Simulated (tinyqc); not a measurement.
Potential step from the flux.

Inverse problem. On one interval J = (q mu Vt/hx) [nb B(d) - na B(-d)], B(d) = d/(exp(d) - 1), d = (psi_b - psi_a)/Vt. Find psi_b - psi_a, and the step at which J would vanish.

Values chosen for this exercise: temperature T = 273 K; electron mobility mu = 895 cm^2/(V s); density at the left node na = 1.5e14 cm^-3; density at the right node nb = 1.4e13 cm^-3; node spacing hx = 67 nm.

Constants: q = 1.602176634e-19 C, kB = 1.380649e-23 J/K, Vt = kB T/q. Results are converted to the units shown.

J = 0.93791916 A/cm^2

Solution. B(d) falls and B(-d) rises with d, so J falls steadily with the step and one value matches. J = 0 needs nb/na = exp(d), the Boltzmann ratio.

psi_b - psi_a = -0.05700 V
step for J = 0 = -0.05579 V

Numbers from tinyqc (`OMP_NUM_THREADS=1 python tinyqc.py 2220032 2220033 out.jsonl`; about 0.01 s on one thread of a shared Intel Xeon 2.30GHz).
